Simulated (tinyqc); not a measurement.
Doping and flat-band voltage from two insulator thicknesses.

Inverse problem. A junctionless wire is fully depleted at VT = Vfb - q Nd R^2/(4 eps0 eps_r) - q Nd R^2 ln(1 + tox/R)/(2 eps0 eox). Find Nd and Vfb.

Parameters, values chosen for the exercise; material values close to those of germanium:

| symbol | value | unit | meaning |
|---|---|---|---|
| eps_r | 16.2 |  | relative permittivity of the semiconductor |
| eox | 22 |  | relative permittivity of the gate insulator |
| R | 10 | nm | wire radius |

Constants: q = 1.602176634e-19 C, eps0 = 8.8541878128e-14 F/cm where lengths are in cm. Results are converted to the units shown.

VT at tox = 6.7 and 15 nm (V): 0.70963137  0.63164567

Solution. The difference of the thresholds is proportional to Nd and holds no Vfb.

Nd = 4.70e18 cm^-3
Vfb = 0.940 V

Computed by the program tinyqc: `OMP_NUM_THREADS=1 python tinyqc.py 2460170 2460171 out.jsonl`, one thread of a shared Intel Xeon 2.30GHz, about 0.01 s for the whole run.
